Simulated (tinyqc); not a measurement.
# Surface potential of a MOS transistor: implicit equation and explicit approximations: two studies

p-type body, charge-sheet picture, depletion and inversion only, full ionisation (an idealisation for deep acceptors), Boltzmann statistics (rough once Na exp(x - xn) passes about Nc/7). In units of Vt: xg = (Vg - Vfb)/Vt, x = psi/Vt, G = gamma/sqrt(Vt), xn = (2 phiF + Vc)/Vt. The implicit equation is (xg - x)^2 = G^2 [x - 1 + exp(x - xn)] for x above about 3. Cox = eps0 eox/tox.

Parameters, values chosen for the exercise; band and dielectric values close to those of silicon: temperature T = 250 K; band gap Eg = 1.12 eV; relative permittivity eps_r = 11.5; conduction-band density of states at T Nc = 2.15e19 cm^-3; valence-band density of states at T Nv = 2.02e19 cm^-3; relative permittivity of the gate insulator (close to silicon dioxide) eox = 3.9; insulator thickness tox = 2.2 nm; acceptor density Na = 3.2e16 cm^-3; flat-band voltage Vfb = -0.36 V; channel-body voltage Vc = 0.2 V; gate-body voltage Vg = 1.4 V.

Constants: q = 1.602176634e-19 C, kB = 1.380649e-23 J/K, Vt = kB T/q, eps0 = 8.8541878128e-14 F/cm where lengths are in cm. Results are converted to the units shown.

Each table varies one quantity; the others keep the values above.

## Accuracy of the approximations against gate voltage

ni = sqrt(Nc Nv) exp(-Eg/(2 Vt)), Eg in volts; phiF = Vt ln(Na/ni); gamma = sqrt(2 q eps0 eps_r Na)/Cox; VT = Vfb + Vt (xn + G sqrt(xn - 1)). Depletion value a = 1 + [sqrt(G^2/4 + xg - 1) - G/2]^2; inversion value b = xn + ln[(xg - xn)^2/G^2 - xn + 1] and first guess y = min(a, b) - ln(1 + exp(-|a - b|)) if a > xn + 1, else b = y = a; one second-order correction with D = exp(y - xn), p = 2 (xg - y) + G^2 (1 + D), w = (xg - y)^2 - G^2 (y - 1 + D): z = y + 2 w/(p + sqrt(p^2 - 2 (2 - G^2 D) w)), or the Newton step z = y + w/p where the root is not real. N_inv = (Cox Vt G/q) [sqrt(x - 1 + exp(x - xn)) - sqrt(x - 1)] at the root. Lambert form (Cox m Vt/q) W0[(G/(2 m sqrt(xn - 1))) exp((Vg - VT)/(m Vt))], m = 1 + G/(2 sqrt(xn - 1)). Errors under 1e-4 mV, and the linear form below VT, are printed as 0.

Accuracy of the approximations against gate voltage:
```
Vg (V)  psi (V)   x - xn  error of y (mV)  error of z (mV)  N_inv (cm^-2)  Cox (Vg - VT)/q (cm^-2)  Lambert form (cm^-2)
0.35    0.65806  -17.768                0                0         165.37                        0                122.45
0.55    0.85072  -8.8253          1.09e-4                0       1.1088e6                        0              9.8595e5
0.75     1.0434  0.11925            0.753                0       7.6116e9                3.3591e10              7.6643e9
0.95     1.1558   5.3364             25.9             9.75      8.3133e11                1.9929e12             9.2319e11
1.15     1.1909   6.9667             17.3             5.05      2.4361e12                3.9523e12             2.6526e12
1.35     1.2108   7.8912             12.9            -1.60      4.1945e12                5.9116e12             4.4969e12
1.55     1.2247   8.5346             10.4           -0.653      6.0140e12                7.8710e12             6.3801e12
1.75     1.2353   9.0268             8.71           -0.347      7.8664e12                9.8303e12             8.2826e12
1.95     1.2439   9.4248             7.55           -0.211      9.7393e12                1.1790e13             1.0197e13
```

Read the table: what changes, and by how much?

psi rises from 0.658 to 1.24 V and ends 9.4 Vt above 2 phiF + Vc. Among the rows the first guess is off by at most 26 mV (at Vg = 0.95 V) and the corrected value by at most 9.7 mV. In the last row the linear form is 21 % above N_inv and the Lambert form 4.7 % above it; in the first row the Lambert form is 26 % below it. For Vg = 0.95, 1.15, 1.35, 1.55, 1.75, 1.95 the electron quasi-Fermi level lies less than 2 Vt below the band edge at the surface, or above it, where degeneracy and confinement, left out, matter.

## Effect of the acceptor density at fixed gate voltage

Same model as above.

Vfb is held fixed.

Effect of the acceptor density at fixed gate voltage:
```
Na (cm^-3)  psi (V)  x - xn  error of y (mV)  error of z (mV)  N_inv (cm^-2)  Cox (Vg - VT)/q (cm^-2)  Lambert form (cm^-2)
1.1e15        1.147   11.69             14.8            -3.90       5.875e12                 8.357e12              6.556e12
2.3e15        1.162   10.90             14.3            -2.93       5.673e12                 7.994e12              6.272e12
5.1e15        1.178   10.05             13.7            -2.23       5.425e12                 7.574e12              5.938e12
1.1e16        1.194   9.227             13.0            -1.73       5.144e12                 7.127e12              5.574e12
2.4e16        1.209   8.384             12.4            -1.34       4.795e12                 6.613e12              5.144e12
5.3e16        1.225   7.518             11.7            -1.05       4.346e12                 5.995e12              4.616e12
1.2e17        1.240   6.598             11.2           -0.852       3.732e12                 5.206e12              3.925e12
2.6e17        1.253   5.667             11.0           -0.791       2.948e12                 4.246e12              3.073e12
```

Read the table: what changes, and by how much?

As Na goes from 1.1e15 to 2.6e17, psi rises from 1.15 to 1.25 V, x - xn falls from 11.7 to 5.67 and N_inv falls from 5.88e12 to 2.95e12 cm^-2. The Lambert form lies between 1.04 and 1.12 times N_inv. In every row the electron quasi-Fermi level lies less than 2 Vt below the band edge at the surface, or above it, where degeneracy and confinement, left out, matter.

Numbers from tinyqc (`OMP_NUM_THREADS=1 python tinyqc.py 2122102 2122103 out.jsonl`; about 0.01 s on one thread of a shared Intel Xeon 2.30GHz).
